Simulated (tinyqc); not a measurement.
Thickness from the minima: X-ray reflectivity of a thin film on silicon: critical angles, Parratt recursion, fringes and roughness. Computed by tinyqc, a small Python program. Command: `OMP_NUM_THREADS=1 python tinyqc.py 3120567 3120568 out.jsonl xrr walk`. One thread of a shared host (Intel(R) Xeon(R) Processor @ 2.30GHz), about 0.01 s of CPU time with the checks.

n = 1 - delta + i beta; the classical electron radius is r_e = 2.8179403e-6 nm. Layer 0 is vacuum, 1 the film, 2 the substrate.

Inputs (values chosen for the exercise, modelled on a porous low-k film on silicon, copper K-alpha radiation):
```
quantity,value,unit
wavelength lambda,0.15406,nm
film density rho,1.38,g/cm^3
"effective electrons per unit mass, film",0.521,mol/g
"beta/delta, film",0.0091,-
film thickness d,22.7,nm
roughness of the surface sigma_1,1,nm
roughness of the interface sigma_2,0.73,nm
substrate density,2.33,g/cm^3
"effective electrons per unit mass, substrate",0.507,mol/g
"beta/delta, substrate",0.023,-
grazing angle theta,2.46,degrees
```

Constants: N_A = 6.02214076e+23 1/mol.

Method:
- delta = r_e lambda^2 rho_e/(2 pi), rho_e = density x electrons per mass x N_A; critical angle sqrt(2 delta), q_c = 4 sqrt(pi r_e rho_e).
- k_j = (2 pi/lambda) sqrt(sin^2 theta - 2 delta_j + 2 i beta_j); r_ij = (k_i - k_j)/(k_i + k_j) x exp(-2 k_i k_j sigma^2) (Nevot-Croce); r = (r_01 + r_12 p)/(1 + r_01 r_12 p), p = exp(2 i k_1 d); R = |r|^2.
- Far above the critical angle the period is d theta = lambda/(2 d), or 2 pi/d in q; the envelope runs between (|r_01| - |r_12 p|)^2 and (|r_01| + |r_12 p|)^2; contrast = 2 a b/(a^2 + b^2) with a = |r_01|, b = |r_12 p|; roughness factors on the amplitudes are about exp(-q^2 sigma^2/2).
- Minima of R theta^4 are located on 6001 points over 7.5 periods, from 1.15 times the larger critical angle. With refraction, sin^2(theta_m) = 2 delta + m^2 (lambda/(2 d))^2, m integer or half-integer; the first six minima are used, and the first order is the one that minimises the largest residual of the least-squares line plus the distance of its intercept from 2 delta. Without refraction, d = lambda/(2 x mean step of sin theta).

Constants:
```
layer,rho_e (1/nm^3),delta,beta,critical angle (degrees),q_c (1/nm)
film,432.980,4.60892e-06,4.19412e-08,0.173955,0.247648
substrate,711.402,7.57263e-06,1.74170e-07,0.222977,0.317437
```

period in theta = 0.194427 degrees

Minima:
```
order m,theta (degrees),sin^2 theta
1.5,0.3405,3.5320e-05
2.5,0.5174,8.1558e-05
3.5,0.7036,1.5080e-04
4.5,0.8932,2.4299e-04
5.5,1.0844,3.5819e-04
6.5,1.2767,4.9642e-04
```

d with refraction = 22.689 nm

d without refraction = 23.575 nm

Against d = 22.7 nm the errors are -0.05 % with and +3.85 % without refraction. The orders are half-integers, as r_01 and r_12 have the same sign for a film less dense than the substrate.

Extremes, crossings and ranges named in words are read from the listed rows.
